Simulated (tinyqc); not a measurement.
Against doping: dopants and charged point defects at anneal temperature: Fermi-level effect, clustering and pairing. Computed by tinyqc, a small Python program. Command: `OMP_NUM_THREADS=1 python tinyqc.py 3026724 3026725 out.jsonl pairing walk`. One thread of a shared host (Intel(R) Xeon(R) Processor @ 2.30GHz), about 0.01 s of CPU time with the checks.

Boltzmann statistics and full ionisation of active dopants. Energies are counted from the valence band; the defect (a vacancy or self-interstitial) has five charge states, with all degeneracy factors one.

Inputs (values chosen for the exercise, with bands modelled on GaAs):
```
quantity                                        value   unit
gap at 0 K E_g0                                  1.54     eV
Varshni alpha                                 0.00055   eV/K
Varshni beta                                      211      K
electron mass m_e                              0.0663    m_0
valleys M_c                                         1      -
hole mass m_h                                   0.545    m_0
anneal temperature T                             1130      K
total dopant density N                        4.4e+19  cm^-3
formation enthalpy of the neutral defect H_f     3.18     eV
formation entropy S_f                             6.2    k_B
site density N_s                              3.1e+22  cm^-3
```

Dopant: donor. Second part: pairing with a mobile impurity.

defect levels as fractions of E_g(T): (2+/+), (+/0), (0/-), (-/2-): 0.052  0.32  0.5  0.77

Constants: m_0 = 9.1093837015e-31 kg; k_B = 1.380649e-23 J/K; h = 6.62607015e-34 J s; k_B = 8.617333262e-05 eV/K.

Method:
- E_g = E_g0 - alpha T^2/(T + beta).
- N_c = 2 M_c (2 pi m_e k_B T/h^2)^(3/2) and N_v = 2 (2 pi m_h k_B T/h^2)^(3/2), masses in units of m_0.
- n_i = sqrt(N_c N_v) exp(-E_g/2 k_B T); E_i = E_g/2 + (k_B T/2) ln(N_v/N_c).
- No clustering: A = N.
- n = A/2 + sqrt(A^2/4 + n_i^2) for an active density A.
- chi = n/n_i (for acceptors n_i/p); E_F = E_i + k_B T ln chi; field enhancement h = 1 + A/sqrt(A^2 + 4 n_i^2).
- C_0 = N_s exp(S_f/k_B) exp(-H_f/k_B T). Ratios to the neutral state at E_F = E_i: r_+ = exp((E(+/0) - E_i)/k_B T), r_2+ = r_+ exp((E(2+/+) - E_i)/k_B T), r_- = exp((E_i - E(0/-))/k_B T), r_2- = r_- exp((E_i - E(-/2-))/k_B T); at other E_F state q scales as chi^(-q). The enhancement is sum r_q chi^(-q)/sum r_q. The charge on the defects is left out of neutrality.
- chi = n/n_i; h = 1 + A/sqrt(A^2 + 4 n_i^2); the dopant diffusivity over its intrinsic value is D/D_i = enhancement x h x A/N, if every charge state carries the dopant equally well.

E_g = 1.01629 eV

k_B T = 0.0973759 eV

n_i = 8.23423e+16 cm^-3

E_i = 0.661994 eV

effective density of states N_b of the majority band = 3.13169e+18 cm^-3

neutral defects C_0 = 1.00288e+11 cm^-3

Charge states:
```
state      ratio r  intrinsic (cm^-3)  doped (cm^-3)
2+     6.04201e-05        6.05941e+06    2.12211e+01
+      3.14748e-02        3.15655e+09    5.90720e+06
0      1.00000e+00        1.00288e+11    1.00288e+11
-      4.85470e+00        4.86868e+11    2.60161e+14
2-     1.40771e+00        1.41176e+11    4.03110e+16
```

Trend at the anneal temperature:
```
N (cm^-3)  active A (cm^-3)         chi  defect enhancement  mean charge       D/D_i
2.50e+15           2.50e+15  1.0153e+00          1.0161e+00      -1.0525  1.0315e+00
9.20e+15           9.20e+15  1.0574e+00          1.0608e+00      -1.0665  1.1200e+00
3.40e+16           3.40e+16  1.2275e+00          1.2485e+00      -1.1175  1.5009e+00
1.30e+17           1.30e+17  2.0634e+00          2.3343e+00      -1.2915  3.7806e+00
4.70e+17           4.70e+17  5.8780e+00          1.0718e+01      -1.6092  2.0834e+01
1.70e+18           1.70e+18  2.0694e+01          9.6559e+01      -1.8545  1.9267e+02
6.40e+18           6.40e+18  7.7737e+01          1.2182e+03      -1.9573  2.4359e+03
2.40e+19           2.40e+19  2.9147e+02          1.6590e+04      -1.9883  3.3180e+04
8.80e+19           8.80e+19  1.0687e+03          2.2114e+05      -1.9968  4.4228e+05
```

What does the comparison show, and why?

Well below n_i = 8.23e16 cm^-3 chi and the enhancement are near 1. At any doping d ln(enhancement)/d ln chi equals minus the mean charge, which goes from -1.05 to -2.00 over the rows. Rows with carriers above N_b lie beyond Boltzmann statistics. Caution: the carrier density exceeds the effective density of states, where Boltzmann statistics understate the shift of E_F and so the density of charged defects (gap narrowing, also left out, works the other way).
